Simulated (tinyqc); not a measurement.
Worked calculation: deformation-potential model of the Delta valleys of a conduction band. Values are carried at full precision from step to step, so a last printed digit may differ when a step is redone from the rounded ones.

s11 = (C11 + C12)/((C11 - C12)(C11 + 2 C12)), s12 = -C12/((C11 - C12)(C11 + 2 C12)), s44 = 1/C44; exx = s11 sxx + s12 (syy + szz) and cyclic, exy = s44 sxy/2; tension is positive. A uniaxial stress X along the unit vector n is s_ij = X n_i n_j. Biaxial (001) means sxx = syy = X.

Constants: kB = 8.617333262e-05 eV/K; hbar^2/2m0 = 3.80998211 eV angstrom^2.

Values chosen for the exercise (near those of Si; the results hold for these values, not for the real material): C11 = 164.2 GPa; C12 = 64.1 GPa; C44 = 79.4 GPa; load = biaxial (001) (kind of stress); X = -0.22 GPa (stress); Xd = 1.18 eV (dilation potential); Xu = 9.56 eV (uniaxial potential); T = 400 K (temperature); ml = 0.95 m0 (longitudinal mass); mt = 0.189 m0 (transverse mass).

## Strain from a biaxial (001) stress

Form the compliances and the strain.

s11, s12, s44 (1/TPa): 7.8000  -2.1900  12.5945

strain tensor:
```
           x          y         z
x  -0.001234   0.000000  0.000000
y   0.000000  -0.001234  0.000000
z   0.000000   0.000000  0.000964
```

## Valley shifts

Valleys with axes along x, y and z, each a pair at +k and -k. Herring-Vogt shift of a valley with unit axis a: dE = Xd tr(e) + Xu a.e.a. Non-degenerate shares n_i = exp(-dE_i/kT)/sum_j exp(-dE_j/kT). Inverse mass tensor of a valley: (1 - a a)/mt + a a/ml; the masses are taken as independent of strain.

Apply the Herring-Vogt formula to each valley.

Xd tr(e) = -1.78 meV

a.e.a: x -0.001234, y -0.001234, z 0.000964

shifts dE (meV): x -13.57, y -13.57, z 7.44

The lowest valleys are x and y, 21.0 meV below the highest; the mean shift over all valleys is (Xd + Xu/3) tr(e) = -6.57 meV.

## Shares of the electrons

Boltzmann factors of the shifts.

kT = 34.469 meV

shares: x 0.3931, y 0.3931, z 0.2137

effective number of valley axes, 1/(largest share) = 2.544

## Conductivity mass tensor

With one scattering time for all valleys the conductivity goes as M = sum_i n_i (inverse mass tensor of valley i); along the unit vector u, 1/m_c = u.M.u. Without stress 1/m_c = (1/ml + 2/mt)/3. Take u along [110].

M (1/m0):
```
       x      y      z
x  3.625  0.000  0.000
y  0.000  3.625  0.000
z  0.000  0.000  4.385
```

m_c along [110] = 0.2759 m0
m_c without stress = 0.2579 m0

The repopulation alone changes the mobility along [110] by -6.5 %; with all electrons in the valleys lightest or heaviest along this direction it would change by +36 or -18 %.

## Effective density of states

Each of the 6 whole valleys has m_d = (ml mt^2)^(1/3) and N = 2 (m_d kT/(4 pi c))^(3/2), c = hbar^2/2m0. Counted from the lowest edge, Nc = N x 2 x sum_i exp(-(dE_i - dE_min)/kT). 1 angstrom^-3 = 1e24 cm^-3.

m_d = 0.3238 m0
N of one valley = 7.117e+18 cm^-3
Nc under stress = 3.621e+19 cm^-3
Nc without stress = 4.270e+19 cm^-3

## Piezoresistance from repopulation

For small stress d(rho)/rho = pi X. For valleys on the cube axes pi11 = -(2/3) Xu (s11 - s12)/kT x (K - 1)/(2K + 1), pi12 = -pi11/2, pi44 = 0, K = ml/mt. For stress along [110]: pi_l = (pi11 + pi12 + pi44)/2 with the current along it and pi_t = (pi11 + pi12 - pi44)/2 with the current along [1-10]. 1/GPa = 100 x 1e-11/Pa.

K = 5.026

pi11, pi12, pi44 (1e-11/Pa): -67.3  33.6  0.0

pi_l, pi_t for [110] (1e-11/Pa): -16.8  -16.8

Only the transfer between valleys is counted; changes of mass and of intervalley scattering add to it in a real crystal.

## Checks

- Conductivity mass at zero stress against 3/(1/ml + 2/mt): both 0.2578506.
- Piezoresistance coefficients by finite differences against the closed form: largest difference 7.0e-09.

Computed by tinyqc, a small Python program: `OMP_NUM_THREADS=1 python tinyqc.py 1050120 1050121 out.jsonl` (the numbers bound the seed that draws the inputs); one thread of a shared host (Intel(R) Xeon(R) Processor @ 2.30GHz), about 0.02 s for the whole set of steps.
